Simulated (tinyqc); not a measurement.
p-i-n power rectifier, conductivity modulation at high injection: one step of the calculation.

A drift layer from x = -d to d (2 d = W) between ideal p+ and n+ emitters (no recombination in them). High injection, n = p, ambipolar diffusion with one lifetime; both mobilities scale as (T/300 K)^(-bt).

Task. Drift layer. Triangular field at breakdown with Ec = Kc N^(1/8): BV = eps0 eps_r Ec^2/(2 q N), so N = (eps0 eps_r Kc^2/(2 q BV))^(4/3); W = 2 BV/Ec; mu = mud (T/300 K)^(-bt); rho = 1/(q mu N); ideal resistance rho W.

Parameters, values chosen for the exercise; bulk values close to those of gallium nitride:
- T = 300 K (temperature)
- eps_r = 9.14 (relative permittivity)
- Kc = 26300 V/cm per (cm^-3)^(1/8) (critical-field constant)
- BV = 3400 V (rated breakdown voltage of the drift layer)
- mud = 924 cm^2/(V s) (drift mobility at 300 K)
- bt = 2.1 (temperature exponent of the drift mobility)

Constants: q = 1.602176634e-19 C, eps0 = 8.8541878128e-14 F/cm where lengths are in cm. Results are converted to the units shown.

Find: N; Ec; W; mu; rho; ideal resistance.

Result.

N = 4.115e15 cm^-3
Ec = 2.354 MV/cm
W = 28.89 um
mu = 924.0 cm^2/(V s)
rho = 1.641 ohm cm
ideal resistance = 4.742 mohm cm^2

tinyqc, about 0.01 s, one thread, Intel Xeon 2.30GHz (shared host): `OMP_NUM_THREADS=1 python tinyqc.py 2230024 2230025 out.jsonl`
